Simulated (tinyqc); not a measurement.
# Worked calculation: reverse leakage of an n+-p junction: diffusion, generation, trap-assisted and band-to-band tunnelling

Numbers from tinyqc (`OMP_NUM_THREADS=1 python tinyqc.py 2290004 2290005 out.jsonl`; about 0.01 s on one thread of a shared Intel Xeon 2.30GHz). Printed values are rounded; ~0 in a residual or rate marks an entry under 1e-11 of the largest of its column.

One-sided abrupt junction in the depletion approximation, x from the junction (0) to W on the p side, field F = F0 (1 - x/W). Flat quasi-Fermi levels, long p side. Traps generate through SRH with both lifetimes shortened by 1 + Gamma (Hurkx enhancement, form for moderate fields); band-to-band generation is local and needs a total bending above Eg.

Inputs (values chosen for the exercise); band and dielectric values close to those of silicon: temperature T = 350 K; band gap Eg = 1.13 eV; relative permittivity eps_r = 11.6; conduction-band density of states at T Nc = 3.48e19 cm^-3; valence-band density of states at T Nv = 3.4e19 cm^-3; acceptor density of the lighter side Na = 8.5e16 cm^-3; donor density of the heavier side Nd = 1e20 cm^-3; SRH lifetime of both carriers at zero field tau = 5e-8 s; trap level above the intrinsic level Et = -0.07 eV; tunnelling mass mt = 0.26 m0; electron diffusion coefficient on the lighter side Dn = 21 cm^2/s; band-to-band prefactor Ab = 2.7e14 cm^-0.5 V^-2.5 s^-1; band-to-band field constant Bb = 1.92e7 V/cm; reverse bias VR = 1.7 V.

Constants: q = 1.602176634e-19 C, kB = 1.380649e-23 J/K, hbar = 1.054571817e-34 J s, m0 = 9.1093837015e-31 kg, Vt = kB T/q, eps0 = 8.8541878128e-14 F/cm where lengths are in cm. Results are converted to the units shown.

Range of the model: The n+ side is degenerate, so Vbi from Boltzmann statistics is only a guide.

## Field, scales and diffusion current

ni = sqrt(Nc Nv) exp(-Eg/(2 Vt)), Eg in volts; Vbi = Vt ln(Na Nd/ni^2); W = sqrt(2 eps0 eps_r (Vbi + VR)/(q Na)); F0 = 2 (Vbi + VR)/W; FG = sqrt(24 mt m0 (kB T)^3)/(q hbar); J_diff = q ni^2 sqrt(Dn/tau)(1 - exp(-VR/Vt))/Na.

ni = 2.51702e11 cm^-3
Vbi = 0.981130 V
W = 201.100 nm
F0 = 266.646 kV/cm
FG = 473.999 kV/cm
J_diff = 2.44732e-9 A/cm^2

## Generation rates across the layer

u = (Vbi + VR)(1 - x/W)^2, p = Na exp(-u/Vt), n = Nd exp((u - Vbi - VR)/Vt); G0 = ni^2 (1 - exp(-VR/Vt))/(tau (n + p + 2 ni cosh(Et/Vt))); Gamma = 2 sqrt(3 pi)(F/FG) exp((F/FG)^2); trap-assisted part G0 Gamma; G_bb = Ab F^2.5 exp(-Bb/F) with F in V/cm, zero unless Vbi + VR > Eg. 15 equal steps.

| point | x (nm) | F (kV/cm) | Gamma | G0 (cm^-3 s^-1) | G0 Gamma (cm^-3 s^-1) | G_bb (cm^-3 s^-1) |
|---|---|---|---|---|---|---|
| 0 | 0.000 | 266.646 | 4.73979 | 1.26708e10 | 6.00570e10 | 5.30377e-4 |
| 1 | 13.407 | 248.870 | 4.24700 | 1.19591e15 | 5.07904e15 | 2.60609e-6 |
| 2 | 26.813 | 231.093 | 3.79669 | 4.84935e17 | 1.84115e18 | 5.73056e-9 |
| 3 | 40.220 | 213.317 | 3.38355 | 4.89547e17 | 1.65641e18 | 4.61749e-12 |
| 4 | 53.627 | 195.540 | 3.00286 | 4.89548e17 | 1.47004e18 | ~0 |
| 5 | 67.033 | 177.764 | 2.65042 | 4.89548e17 | 1.29751e18 | ~0 |
| 6 | 80.440 | 159.988 | 2.32248 | 4.89548e17 | 1.13696e18 | ~0 |
| 7 | 93.847 | 142.211 | 2.01565 | 4.89547e17 | 9.86756e17 | ~0 |
| 8 | 107.253 | 124.435 | 1.72687 | 4.89485e17 | 8.45279e17 | ~0 |
| 9 | 120.660 | 106.658 | 1.45336 | 4.79082e17 | 6.96278e17 | ~0 |
| 10 | 134.067 | 88.882 | 1.19254 | 1.82277e17 | 2.17372e17 | ~0 |
| 11 | 147.474 | 71.106 | 0.942032 | 8.15540e15 | 7.68265e15 | ~0 |
| 12 | 160.880 | 53.329 | 0.699602 | 5.21417e14 | 3.64784e14 | ~0 |
| 13 | 174.287 | 35.553 | 0.463133 | 7.23869e13 | 3.35248e13 | ~0 |
| 14 | 187.694 | 17.776 | 0.230591 | 2.21284e13 | 5.10262e12 | 0 |
| 15 | 201.100 | 0.000 | 0 | 1.49064e13 | 0 | 0 |

## Current components

Each current is q times the trapezoid sum of its rate; J adds J_diff; J_bb under 1e-8 of the sum is given as 0.

J_SRH = 8.79276e-7 A/cm^2
J_TAT = 2.18255e-6 A/cm^2
J_bb = 0 A/cm^2
J = 3.06428e-6 A/cm^2

A fine grid gives J = 3.046e-6 A/cm^2; the coarse sum is 0.59 % above it. On the fine grid the largest part is trap-assisted tunnelling (71.2 %). The simple estimate q ni W/(2 tau cosh(Et/Vt)) is 80 % above the fine-grid J_SRH of 8.764e-7 A/cm^2, since near both edges n or p is large enough to quench generation.
